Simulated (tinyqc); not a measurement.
Planar ballistic transistor, top-of-the-barrier model: one step of the calculation.

At the top of the source barrier, states moving towards the drain are filled by the source (Fermi level 0) and states moving back by the drain (Fermi level -q Vd); nothing scatters. U is the shift of the band edge there, set by the capacitances CG, CD and CS (the total) and by the charge. Parabolic two-dimensional band; the source is grounded.

Question. Self-consistent potential at the barrier top. eta1 = -(E0 + U)/Vt, eta2 = eta1 - Vd/Vt, n = (N0/2)[F_0(eta1) + F_0(eta2)], F_0(x) = ln(1 + exp x). U(out) = UL + q (n - n0)/CS. U(new) = U + 0.2 (U(out) - U).

Parameters, values chosen for the exercise; mass and valleys close to those of indium arsenide:

| symbol | value | unit | meaning |
|---|---|---|---|
| T | 400 | K | temperature |
| E0 | 0.24 | eV | band edge at the barrier top above the source Fermi level at zero bias |
| Vd | 0.4 | V | drain voltage |

Constants: q = 1.602176634e-19 C, kB = 1.380649e-23 J/K, Vt = kB T/q. Results are converted to the units shown.

U after iteration 1 = -0.37551828 eV
N0 = 4.1900872e11 cm^-2
CS = 2.5418721 uF/cm^2
n0 = 3.9641556e8 cm^-2
UL = -0.3868 eV

Find: eta1; eta2; n; U(out); U after iteration 2.

Answer.

eta1 = 3.9316
eta2 = -7.6730
n = 8.2785e11 cm^-2
U(out) = -0.33464 eV
U after iteration 2 = -0.36734 eV

Computed by the program tinyqc: `OMP_NUM_THREADS=1 python tinyqc.py 2400156 2400157 out.jsonl`, one thread of a shared Intel Xeon 2.30GHz, about 0.01 s for the whole run.
